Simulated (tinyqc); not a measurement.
Surface Green function of a two-leg ladder, Sancho-Rubio decimation: densities of states against energy.

A semi-infinite lead of cells 0, 1, 2, ... with H0 inside a cell and H1 = <cell i|H|cell i + 1>. One rung (site 1 on leg a, site 2 on leg b) is a cell; all hoppings enter with a minus sign. z = E + i eta.

Start with e_s = e = H0, a = H1, b = H1^dagger. Each round: g = (z - e)^(-1); e_s <- e_s + a g b; e <- e + a g b + b g a; a <- a g a; b <- b g b (all with the old a, b). Round k joins cells 2^k apart. Stop when the largest entry of the matrices a and b is below 1e-12 eV; g_s = (z - e_s)^(-1), bulk (z - e)^(-1), density of states -Im Tr/pi. Here eta = 0.01 eV. Open modes are the crossings of E with the bands of H0 + H1 exp(ik) + H1^dagger exp(-ik) for 0 < k < pi.

H0 (eV):
```
	1	2
1	0	-1.37
2	-1.37	0.34
```

H1 (eV):
```
	1	2
1	-1	-0.28
2	0	-0.84
```

Densities of states against energy:
```
E (eV)	open modes	rounds	surface (1/eV)	bulk (1/eV)
-3.69	0	6	0.001495	0.004222
-3.04	1	12	0.1538	0.2884
-2.4	1	13	0.2467	0.1804
-1.75	1	13	0.2877	0.1549
-1.11	1	13	0.2980	0.1502
-0.46	1	13	0.2818	0.1619
0.18	2	13	0.4095	0.6454
0.83	2	12	0.4379	0.7421
1.47	1	13	0.4061	0.2077
2.12	1	12	0.3830	0.2226
2.76	1	12	0.2602	0.3334
3.41	0	6	0.002354	0.005749
```

What does the comparison show?

The bands of the infinite lead run over -3.35 to 0.920, 0.0127 to 3.10 eV. The rounds lie between 6 and 13, 6.0 on average outside the bands and 12.6 inside. The surface density of states is largest at E = 0.83 eV among the rows (0.438 1/eV, bulk 0.742).

Numbers from tinyqc (`OMP_NUM_THREADS=1 python tinyqc.py 2680114 2680115 out.jsonl`; about 0.1 s on one thread of a shared Intel Xeon 2.30GHz).
